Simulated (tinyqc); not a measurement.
Two-mode optical phonons of a ternary alloy from two coupled oscillators: one step, computed by the program tinyqc. Command: `OMP_NUM_THREADS=1 python tinyqc.py 3018310 3018311 out.jsonl twomode walk`. One thread of a shared host (Intel(R) Xeon(R) Processor @ 2.30GHz), about 0.01 s of CPU time with the checks.

An alloy A(x)B(1-x)C has an A-C and a B-C bond oscillator. Each TO frequency moves linearly from the impurity mode (dilute end) to the TO of the pure crystal; each strength is proportional to the number of bonds.

Question. Share of the polar coupling. eps(omega) = eps_inf + W_1/(omega_1^2 - omega^2) + W_2/(omega_2^2 - omega^2) = 0 is the eigenproblem of the matrix [[omega_1^2 + W_1/eps_inf, sqrt(W_1 W_2)/eps_inf], [sqrt(W_1 W_2)/eps_inf, omega_2^2 + W_2/eps_inf]] for omega_LO^2. The polar coupling of mode j is c_j = (u_j . sqrt(W))^2/(eps_inf^2 omega_j^2), u_j its eigenvector and omega_j here its LO frequency; the c_j add up to 1/eps_inf - 1/eps_s. Froehlich constant alpha_j = (e^2/(4 pi eps_0)) c_j k_j/(2 E_j), E_j = h c omega_j, k_j = sqrt(m* E_j/(hbar^2/(2 m_0))).

Inputs (values chosen for the exercise, modelled on In(x)Ga(1-x)As, with A-C the InAs-like and B-C the GaAs-like bond): electron mass m* = 0.061 m_0.

omega_1 (A-C, TO) = 229.64 1/cm

omega_2 (B-C, TO) = 261.156 1/cm

eps_inf = 11.216

W_1 = 31530.08 1/cm^2

W_2 = 122116.2 1/cm^2

Constants: e^2/(4 pi eps_0) = 14.39964548 eV angstrom; hbar^2/(2 m_0) = 3.80998212 eV angstrom^2; 1 THz = 33.35640952 1/cm; h x 1 THz = 4.135667696 meV.

Give: c_j, lower and upper mode; share of the upper mode; alpha_j, lower and upper mode.

Answer.

c_j, lower and upper mode: 0.001382  0.01427

share of the upper mode = 0.9117

alpha_j, lower and upper mode: 0.007405  0.06936
